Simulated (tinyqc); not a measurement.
Inside a calculation: hole subbands of a hard-walled well, four-band Luttinger model. Values are carried at full precision from step to step, so a last printed digit may differ when a step is redone from the rounded ones.

Constants: hbar^2/2m0 = 3.80998211 eV angstrom^2.

Parameters, chosen for this exercise (near those of InAs; not measured data): b = -1.78 eV (shear deformation potential); C11 = 81.3 GPa; C12 = 45.7 GPa; e_par = 0.0123 (strain in the plane); g1 = 20.04 (Luttinger gamma1); g2 = 8.53 (gamma2); L = 90 angstrom (well width along [001]); g3 = 9.15 (gamma3); k = 0.0546 1/angstrom (wave vector in the plane); N = 3 (sines for each component); kmax = 0.084 1/angstrom (end of the path).

## Shear strain energy

e_perp = -2 (C12/C11) e_par and Zs = b (e_par - e_perp); Zs > 0 lifts the heavy-hole edge by Zs and lowers the light-hole edge by Zs.

e_perp = -0.01383
shear strain energy Zs = -0.04651 eV

## Levels at k = 0

R and S vanish: HHn = c (g1 - 2 g2)(n pi/L)^2 - Zs and LHn = c (g1 + 2 g2)(n pi/L)^2 + Zs, c = hbar^2/2m0, hole energies counted downwards. Sort HH1 to HH4 and LH1, LH2.

Levels:
```
subband  E (eV)
HH1      0.0603
HH2      0.1018
LH1      0.1257
HH3      0.1710
HH4      0.2679
LH2      0.6424
```

The top subband is HH1, 41.5 meV from HH2. The confinement energy of LH1 or the strain splitting is not small against a spin-orbit splitting of about 0.389 eV, so a six-band model would move the light holes. In so narrow a gap the light holes are also strongly non-parabolic.

## The matrix at one k

Hole energies are counted downwards from the unstrained band edge, c = hbar^2/2m0. After the usual block transformation one block is H = [[P + Q - Zs, R - i S], [R + i S, P - Q + Zs]] in (heavy, light), with P +/- Q = c [(g1 +/- g2) k^2 + (g1 -/+ 2 g2) kz^2], R = sqrt(3) c gR k^2, S = 2 sqrt(3) c g3 k kz, kz = -i d/dz; axial approximation gR = (g2 + g3)/2. Zs = b (e_par - e_perp) is the shear part of the strain (the hydrostatic part shifts all levels alike and is left out). Basis sqrt(2/L) sin(n pi z/L), n = 1 to N, for each component: kz^2 gives (n pi/L)^2 and the heavy-light block is R delta_nm - 2 sqrt(3) c g3 k D_nm with D_nm = 4 n m/(L (n^2 - m^2)) for n + m odd, 0 otherwise. The other block has the same levels. The split-off band is left out.

Fill in the 2N x 2N matrix, in meV.

H(k) (meV), rows h1, h2, h3, l1, l2, l3 and columns alike:
$$\begin{pmatrix}
384.84 & 0 & 0 & 173.91 & 195.37 & 0 \\
0 & 426.35 & 0 & -195.37 & 173.91 & 351.66 \\
0 & 0 & 495.52 & 0 & -351.66 & 173.91 \\
173.91 & -195.37 & 0 & 256.46 & 0 & 0 \\
195.37 & 173.91 & -351.66 & 0 & 773.15 & 0 \\
0 & 351.66 & 173.91 & 0 & 0 & 1634.30
\end{pmatrix}$$

## Levels and mixing

Diagonalise; give the four lowest hole energies and the weight of the heavy component (the first half of the basis) in each.

levels (meV): [42.12, 147.34, 370.43, 573.49]

heavy weight: [0.399, 0.678, 0.904, 0.599]

The most mixed of the four is number 4, with 60 % heavy character. Against 60 sines these levels lie 2.7, 34.1, 163.4 and 266.9 meV too high: the small basis is not converged.

## Dispersion in the plane

N = 20, nine points from 0 to kmax.

Hole energies (meV):
```
k (1/angstrom)     E1      E2      E3      E4  heavy weight of 1  heavy weight of 2
0.0000          60.34  101.84  125.72  171.02              1.000              1.000
0.0105          68.32   82.25  157.47  169.63              0.952              0.665
0.0210          57.78   96.81  170.04  201.83              0.542              0.943
0.0315          45.31  115.50  186.79  231.65              0.471              0.862
0.0420          39.36  116.97  205.29  266.14              0.428              0.764
0.0525          38.96  113.81  207.45  302.41              0.396              0.689
0.0630          43.19  112.06  205.60  316.09              0.372              0.628
0.0735          51.37  113.38  204.29  318.87              0.352              0.579
0.0840          62.97  118.21  205.05  319.38              0.337              0.537
```

At small k the hole energy falls in subbands 2 and 4: an electron-like mass, caused by repulsion from a deeper subband. E2 - E1 is smallest, 13.9 meV, at k = 0.0105 of the points listed. The top subband goes from 1.00 to 0.34 in heavy weight.

## Mass of HH1 in the plane

Second order in k: 1/m = g1 + g2 - sum_n 12 c g3^2 D_1n^2/(LHn - HH1) over even n up to 60, with D_1n = 4n/(L (n^2 - 1)) in size, LHn - HH1 = c [(g1 + 2 g2) n^2 - (g1 - 2 g2)](pi/L)^2 + 2 Zs, c = hbar^2/2m0.

LHn - HH1 for n = 2, 4, 6 (meV): [582.1, 2648.8, 6093.5]
terms for n = 2, 4, 6: [5.7732, 0.2030, 0.0365]
sum of all terms = 6.0338
mass without mixing, 1/(g1 + g2) = 0.0350 m0
1/m with mixing = 22.5362 1/m0

Mixing with the light holes takes m from 0.035 to 0.044 m0.

## Checks

- 1/m of HH1 from the full matrix (N = 60) at small k against second order: both 22.536.
- The 2 x 2 block with gR = g2 (k along [100]) for a plane wave (k, 0, pi/L) against the bulk heavy-hole formula, eV: both 0.03526.
- Lowest level at the given k on a real-space grid of 240 points against 60 sines, eV: both 0.0394.

Computed by tinyqc, a small Python program: `OMP_NUM_THREADS=1 python tinyqc.py 1250673 1250674 out.jsonl` (the numbers bound the seed that draws the inputs); one thread of a shared host (Intel(R) Xeon(R) Processor @ 2.30GHz), about 0.07 s for the whole set of steps.
